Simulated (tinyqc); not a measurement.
Deep-level transient spectroscopy (DLTS) of one majority-carrier trap: one step, computed by the program tinyqc. Command: `OMP_NUM_THREADS=1 python tinyqc.py 3014129 3014130 out.jsonl dlts walk`. One thread of a shared host (Intel(R) Xeon(R) Processor @ 2.30GHz), about 0.05 s of CPU time with the checks.

A filling pulse loads the traps in a one-sided junction; under reverse bias they empty at the rate e, and the capacitance relaxes as C(t) = C_0 - dC exp(-e t). The signal is S = [C(t_2) - C(t_1)]/dC.

Question. Peaks for six windows. e = g sigma v N_b exp(-E/k_B T), v = sqrt(3 k_B T/m), N_b = 2 M (2 pi m k_B T/h^2)^(3/2), sigma = sigma_0, E = E_t. S(e) = exp(-e t_1) - exp(-e t_2) peaks at the rate window e_0 = ln(t_2/t_1)/(t_2 - t_1). t_1 is scaled by 0.1, 0.3, 1, 3, 10 and 30 at fixed t_2/t_1; each T_p by bisection.

Inputs (values chosen for the exercise, for a model semiconductor):

| quantity | value | unit |
|---|---|---|
| density-of-states mass m | 0.798 | m_0 |
| valleys M | 1 | - |
| trap depth E_t | 0.232 | eV |
| cross-section sigma_0 | 1.1e-17 | cm^2 |
| degeneracy ratio g | 2 | - |
| gate time t_1 | 0.003 | s |
| ratio t_2/t_1 | 10 | - |

Carriers: holes. Extra term: none.

Constants: k_B = 8.617333262e-05 eV/K; k_B = 1.380649e-23 J/K; m_0 = 9.1093837015e-31 kg; h = 6.62607015e-34 J s.

Give: Arrhenius data.

Answer.

Arrhenius data:

| t_1 (s) | e_0 (1/s) | T_p (K) | 1/(k_B T_p) (1/eV) | ln(e_0/T_p^2) |
|---|---|---|---|---|
| 0.0003 | 852.8 | 184.0 | 63.08 | -3.681 |
| 0.0009 | 284.3 | 172.5 | 67.26 | -4.651 |
| 0.0030 | 85.3 | 161.4 | 71.88 | -5.722 |
| 0.0090 | 28.4 | 152.4 | 76.12 | -6.706 |
| 0.0300 | 8.5 | 143.6 | 80.80 | -7.791 |
| 0.0900 | 2.8 | 136.4 | 85.09 | -8.786 |
